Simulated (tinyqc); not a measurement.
Four-point probe, van der Pauw, Hall and spreading-resistance readings of a semiconductor layer: one step, computed by the program tinyqc. Command: `OMP_NUM_THREADS=1 python tinyqc.py 3112848 3112849 out.jsonl probe walk`. One thread of a shared host (Intel(R) Xeon(R) Processor @ 2.30GHz), about 0.01 s of CPU time with the checks.

The layer is uniform and ohmic; contacts are points unless a radius is given.

Task: Hall reading. V_H = r_H I B/(e n t); apparent density n/r_H; Hall mobility r_H mu; Hall angle tan = r_H mu B (SI).

Inputs (values chosen for the exercise, modelled on n-type silicon): carrier density n = 2.1e+15 1/cm^3; drift mobility mu = 1420 cm^2/(V s); layer thickness t = 120 micrometre; current I = 0.03 mA; magnetic field B = 1.1 T; Hall factor r_H = 1.

Backing of the layer: insulating.

Constants: e = 1.602176634e-19 C.

Give: Hall voltage; apparent density; Hall mobility; tangent of the Hall angle.

Result:

Hall voltage = 0.81734 mV

apparent density = 2.10e+15 1/cm^3

Hall mobility = 1420 cm^2/(V s)

tangent of the Hall angle = 0.1562
